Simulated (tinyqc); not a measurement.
# MOS inversion layer, Poisson-Schroedinger loop: effect of the sheet density of depletion charge

Electrons confined at an insulator interface at z = 0, treated as a hard wall; parabolic valleys, Hartree approximation, no image or exchange terms. The depletion charge lies far deeper than the electrons and gives a uniform field q Nd/(eps0 eps_r); the gate balances all charge. Energies are counted from the band edge at the interface.

Schroedinger equation -(C/mz) psi'' + (V0 + U + dE for set B) psi = E psi, C = hbar^2/(2 m0), psi(0) = 0, on a uniform mesh of 800 nodes with a far wall at 92 nm, 8 levels a set; V0 = q Nd z/(eps0 eps_r); dU/dz = q (Ns - integral of n from 0 to z)/(eps0 eps_r), U(0) = 0; N_k = g md m0 q Vt/(pi hbar^2) ln(1 + exp((EF - E_k)/Vt)), g the number of valleys of the set, sum N_k = Ns. Triangular well: E_k = a_k (C F^2/mz)^(1/3), a_1 = 2.338107, a_2 = 4.087949, C = hbar^2/(2 m0), F in eV/nm. Fang-Howard (all electrons in the lowest level of set A): b^3 = 6 (mz1/C) q (Nd + 11 Ns/32)/(eps0 eps_r), centroid 3/b, level C b^2/(4 mz1) + (3/b) q (Nd + 11 Ns/16)/(eps0 eps_r). The centroid adds 3.9 z_av/eps_r to an oxide-equivalent thickness.

Parameters, values chosen for the exercise; masses and permittivity close to those of germanium (111): temperature T = 300 K; relative permittivity eps_r = 16.1; mass along z of valley set A (1 valley(s)) mz1 = 1.61 m0; in-plane density-of-states mass of set A md1 = 0.0834 m0; mass along z of valley set B (3 valley(s)) mz2 = 0.0908 m0; in-plane density-of-states mass of set B md2 = 0.345 m0; sheet density of electrons Ns = 1.3e12 cm^-2; extra shift of set B (strain) dE = 0.08 eV.

Constants: q = 1.602176634e-19 C, kB = 1.380649e-23 J/K, hbar = 1.054571817e-34 J s, m0 = 9.1093837015e-31 kg, Vt = kB T/q, eps0 = 8.8541878128e-14 F/cm where lengths are in cm, hbar^2/(2 m0) = 0.0380998212 eV nm^2. Results are converted to the units shown.

Results:

| Nd (cm^-2) | A1 (meV) | B1 (meV) | EF (meV) | share of A1 (%) | share of set A (%) | centroid z_av (nm) | added oxide equivalent (nm) | Fang-Howard centroid (nm) |
|---|---|---|---|---|---|---|---|---|
| 1e11 | 38.9 | 161 | 30.1 | 37.2 | 90.3 | 6.18 | 1.50 | 2.59 |
| 1.7e11 | 40.2 | 164 | 33.1 | 39.1 | 91.4 | 5.44 | 1.32 | 2.49 |
| 5.3e11 | 46.7 | 181 | 46.6 | 47.8 | 94.2 | 3.73 | 0.903 | 2.13 |
| 9.4e11 | 53.8 | 199 | 59.5 | 56.1 | 95.8 | 2.88 | 0.697 | 1.90 |
| 1.6e12 | 64.5 | 228 | 76.7 | 66.3 | 97.5 | 2.19 | 0.530 | 1.67 |
| 2.9e12 | 83.7 | 280 | 103 | 79.1 | 99.1 | 1.60 | 0.387 | 1.41 |
| 5e12 | 111 | 354 | 136 | 89.7 | 99.8 | 1.23 | 0.298 | 1.20 |

Estimate the missing row, Nd = 3.1e11 cm^-2.

Computed row:

| Nd (cm^-2) | A1 (meV) | B1 (meV) | EF (meV) | share of A1 (%) | share of set A (%) | centroid z_av (nm) | added oxide equivalent (nm) | Fang-Howard centroid (nm) |
|---|---|---|---|---|---|---|---|---|
| 3.1e11 | 42.8 | 171 | 38.6 | 42.7 | 92.9 | 4.55 | 1.10 | 2.32 |

With this row back in the table: As Nd goes from 1e11 to 5e12, A1 rises from 38.9 to 111 meV, the share of A1 rises from 37.2 to 89.7 % and the centroid falls from 6.18 to 1.23 nm. A1 goes as Nd^(0.52) between the last two rows (a triangular well in the field of that charge alone gives 2/3). EF lies more than 2 meV above A1 for Nd = 9.4e11, 1.6e12, 2.9e12, 5e12. The Fang-Howard centroid is 58 % below the full one in the first row, where A1 holds 37.2 %, and 2.1 % below it in the last, where A1 holds 89.7 %. For Nd = 1e11, 1.7e11, 3.1e11, 5.3e11, 9.4e11 the eighth level of a set still holds over 0.4 % of the electrons, so more levels and a farther wall would raise the centroid.

Numbers from tinyqc (`OMP_NUM_THREADS=1 python tinyqc.py 2160031 2160032 out.jsonl`; about 0.7 s on one thread of a shared Intel Xeon 2.30GHz).
